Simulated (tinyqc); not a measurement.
Worked calculation: Pariser-Parr-Pople SCF with singles CI, for the molecule [CH2+]c1ccccc1 (SMILES; centres numbered as the heavy atoms are written). One step of it, computed by the program tinyqc.

Task: Iteration 1: orbitals and new P. Diagonalise F (the basis is taken as orthonormal) and form P = 2 sum c c over the lowest orbitals.

F (eV):
```
            1C          2C          3C          4C         5C          6C          7C
1C  -10.740109   -4.788479   -0.748515    0.206414   0.468079    0.206414   -0.748515
2C   -4.788479  -12.736976   -4.363937    0.000000   0.525108    0.000000   -4.363937
3C   -0.748515   -4.363937  -10.881245   -5.052876  -0.374257    0.688665    0.374336
4C    0.206414    0.000000   -5.052876  -10.517749  -4.788827    0.000000    0.688665
5C    0.468079    0.525108   -0.374257   -4.788827  -9.759347   -4.788827   -0.374257
6C    0.206414    0.000000    0.688665    0.000000  -4.788827  -10.517749   -5.052876
7C   -0.748515   -4.363937    0.374336    0.688665  -0.374257   -5.052876  -10.881245
```

pi electrons, sum of z_r less the charge = 6

Give: orbital energies; P after iteration 1.

Result:

orbital energies (eV): -20.8333  -17.4015  -16.6400  -9.2085  -5.1333  -4.9561  -1.8616

P after iteration 1:
```
         1C       2C       3C       4C       5C       6C       7C
1C   0.4666   0.6894   0.2578  -0.1275  -0.2733  -0.1275   0.2578
2C   0.6894   1.0798   0.4869  -0.0184  -0.2086  -0.0184   0.4869
3C   0.2578   0.4869   0.8584   0.7235   0.1879  -0.2744  -0.2058
4C  -0.1275  -0.0184   0.7235   0.9760   0.6184   0.0402  -0.2744
5C  -0.2733  -0.2086   0.1879   0.6184   0.7848   0.6184   0.1879
6C  -0.1275  -0.0184  -0.2744   0.0402   0.6184   0.9760   0.7235
7C   0.2578   0.4869  -0.2058  -0.2744   0.1879   0.7235   0.8584
```
